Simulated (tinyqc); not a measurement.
Inside a calculation. Method: CIS and TDHF on RHF in the 6-311g basis, for H-, spin multiplicity 1. The basis has no diffuse functions, so it cannot describe the extra electron: this is an exercise in the method, not the real anion. Computed by tinyqc, a small Python program that keeps every step (integrals from PySCF). Settings: charge = -1, multiplicity = 1, basis = 6-311g, method = RHF, energy threshold = 1e-10, iteration cap = 72, orthogonalisation = symmetric, start = core, DIIS depth = 6, TDHF = 1. Command: `OMP_NUM_THREADS=1 python tinyqc.py 26400 26401 out.jsonl` (the two numbers bound the seeds that draw the settings). One thread of a shared host (Intel(R) Xeon(R) Processor @ 2.60GHz), about 0.05 s of CPU time with the checks. The early iterations of the SCF are left out here.

## One-electron integrals

Geometry (angstrom):

| atom | x | y | z |
|---|---|---|---|
| H | 0.000000 | 0.000000 | 0.000000 |

Basis 6-311g: exponents (1/bohr^2) and contraction coefficients of normalised primitives:

| element | l (shell) | exponent | coefficient |
|---|---|---|---|
| H | s (1) | 33.865000 | 0.025494 |
| H | s (1) | 5.094790 | 0.190373 |
| H | s (1) | 1.158790 | 0.852161 |
| H | s (2) | 0.325840 | 1.000000 |
| H | s (3) | 0.102741 | 1.000000 |

Overlap, kinetic and nuclear-attraction integrals over the contracted functions; the nuclear repulsion is the sum of Za Zb / Rab.

nuclear repulsion = 0 hartree

overlap S, lower triangle:
```
          1H 1s     1H 2s     1H 3s
1H 1s  1.000000
1H 2s  0.706377  1.000000
1H 3s  0.373664  0.788963  1.000000
```

kinetic energy T (hartree), lower triangle:
```
          1H 1s     1H 2s     1H 3s
1H 1s  2.304348
1H 2s  0.549119  0.488760
1H 3s  0.106346  0.184881  0.154112
```

nuclear attraction V (hartree), lower triangle:
```
           1H 1s      1H 2s      1H 3s
1H 1s  -2.111097
1H 2s  -1.060726  -0.910903
1H 3s  -0.514994  -0.582812  -0.511496
```

core Hamiltonian H = T + V (hartree), lower triangle:
```
           1H 1s      1H 2s      1H 3s
1H 1s   0.193252
1H 2s  -0.511607  -0.422143
1H 3s  -0.408648  -0.397930  -0.357384
```

## Two-electron integrals

Functions are numbered as in S; the eight-fold symmetry (ij|kl) = (ji|kl) = (kl|ij) leaves the list below.

Two-electron integrals (ij|kl) in chemists' order, unique and non-zero (hartree):
```
(11|11) 1.393035   (21|11) 0.822971   (21|21) 0.509703   (22|11) 0.822904
(22|21) 0.543028   (22|22) 0.644106   (31|11) 0.411256   (31|21) 0.257757
(31|22) 0.279868   (31|31) 0.130794   (32|11) 0.543681   (32|21) 0.365771
(32|22) 0.452669   (32|31) 0.189803   (32|32) 0.325140   (33|11) 0.494021
(33|21) 0.340115   (33|22) 0.445993   (33|31) 0.178035   (33|32) 0.331779
(33|33) 0.361682
```

## Orthogonalisation

S = U s U^T; symmetric (Loewdin) form X = U s^(-1/2) U^T, so that X^T S X = 1.

eigenvalues of S: 0.109211  0.629350  2.261439

X, lower triangle:
```
           1H 1s      1H 2s     1H 3s
1H 1s   1.366024
1H 2s  -0.728467   2.045624
1H 3s   0.179565  -0.905584  1.539843
```

## Iteration 6 (converged): orbitals

converged F (hartree), lower triangle:
```
           1H 1s      1H 2s     1H 3s
1H 1s   1.153994
1H 2s  -0.021484   0.169888
1H 3s  -0.261960  -0.038268  0.063977
```

Diagonalise F' = X^T F X, C = X C', fill 1 alpha and 1 beta electrons from the bottom; D = 2 C_occ C_occ^T. Each column has its largest component positive (the first on a tie).

F' = X^T F X (hartree), lower triangle:
```
           1          2         3
1   2.169849
2  -1.164320   1.235946
3  -0.068108  -0.392424  0.297077
```

orbital energies (hartree): MO1 -0.003713, MO2 0.739018, MO3 2.967567

coefficients C:
```
            MO1        MO2        MO3
1H 1s  0.174977   0.085029  -1.546312
1H 2s  0.174688   1.488048   1.813980
1H 3s  0.764770  -1.437421  -0.756565
```

D after iteration 6, lower triangle:
```
          1H 1s     1H 2s     1H 3s
1H 1s  0.061234
1H 2s  0.061133  0.061032
1H 3s  0.267635  0.267193  1.169746
```

## Convergence

Stop when the energy changes by less than 1e-10 hartree and every element of the error matrix X^T (F D S - S D F) X is below 3e-06.

Course of the cycle:

| iteration | E (hartree) | change | largest element of the error matrix |
|---|---|---|---|
| 1 | -0.37454721 | - | 2.79e-01 |
| 2 | -0.46493453 | -9.04e-02 | 3.88e-02 |
| 3 | -0.46666008 | -1.73e-03 | 4.52e-03 |
| 4 | -0.46667188 | -1.18e-05 | 4.41e-05 |
| 5 | -0.46667188 | -1.00e-09 | 6.83e-08 |
| 6 | -0.46667188 | -3.39e-15 | 3.35e-08 |

PySCF RHF in the same basis = -0.46667188 hartree

Converged in 6 iterations.

## Integrals over molecular orbitals

(pq|rs) = sum C_ip C_jq C_kr C_ls (ij|kl), one index at a time.

one-electron integrals over orbitals h = C^T H C (hartree), lower triangle:
```
           1         2         3
1  -0.462958
2  -0.131518  0.000966
3   0.034441  0.148299  1.874628
```

Two-electron integrals over orbitals (pq|rs), unique and non-zero (hartree):
```
(11|11) 0.459245    (21|11) 0.131518    (21|21) 0.102796    (22|11) 0.420424
(22|21) 0.120042    (22|22) 0.396446    (31|11) -0.034441   (31|21) -0.050137
(31|22) -0.050440   (31|31) 0.077965    (32|11) -0.099218   (32|21) -0.084884
(32|22) -0.101309   (32|31) 0.082157    (32|32) 0.106288    (33|11) 0.585452
(33|21) 0.253060    (33|22) 0.554751    (33|31) -0.175866   (33|32) -0.271735
(33|33) 1.026164
```

## CIS matrix, singlets

A(ia,jb) = (e_a - e_i) d_ij d_ab + 2 (ia|jb) - (ij|ab).

CIS matrix A, singlet (hartree):
```
           1>2        1>3
1>2   0.527900  -0.001056
1>3  -0.001056   2.541758
```

## CIS singlet states

dipole integrals <i|r|a> (bohr):
```
            x         y         z
1>2  0.000000  0.000000  0.000000
1>3  0.000000  0.000000  0.000000
```

Diagonalise A (1 hartree = 27.211386 eV); each vector has its largest component positive (the first on a tie). The transition dipole is mu = sqrt2 sum c_ia <i|r|a>.

singlet excitation energies (eV): 14.364873  69.164772

lowest vectors:
```
      state 1    state 2
1>2  1.000000  -0.000524
1>3  0.000524   1.000000
```

oscillator strengths 2/3 w |mu|^2: 0.000000  0.000000

## TDHF (RPA) singlet states

B(ia,jb) = 2 (ia|jb) - (ib|ja); the squared energies are the eigenvalues of (A - B)(A + B); 1 hartree = 27.211386 eV.

TDHF matrix B, singlet (hartree):
```
           1>2        1>3
1>2   0.102796  -0.050137
1>3  -0.050137   0.077965
```

squared energies w^2 (hartree^2): 0.267242  6.450299

TDHF energies from the positive w^2 (eV): 14.067060  69.109950

## CIS matrix, triplets

A(ia,jb) = (e_a - e_i) d_ij d_ab - (ij|ab).

CIS matrix A, triplet (hartree):
```
          1>2       1>3
1>2  0.322307  0.099218
1>3  0.099218  2.385829
```

## CIS triplet states

Diagonalise A (1 hartree = 27.211386 eV); each vector has its largest component positive (the first on a tie).

triplet excitation energies (eV): 8.640918  65.051221

lowest vectors:
```
       state 1   state 2
1>2   0.998851  0.047916
1>3  -0.047916  0.998851
```

## TDHF (RPA) triplet states

B(ia,jb) = - (ib|ja); the squared energies are the eigenvalues of (A - B)(A + B); 1 hartree = 27.211386 eV.

TDHF matrix B, triplet (hartree):
```
           1>2        1>3
1>2  -0.102796   0.050137
1>3   0.050137  -0.077965
```

squared energies w^2 (hartree^2): 0.088700  5.705376

TDHF energies from the positive w^2 (eV): 8.104258  64.996922
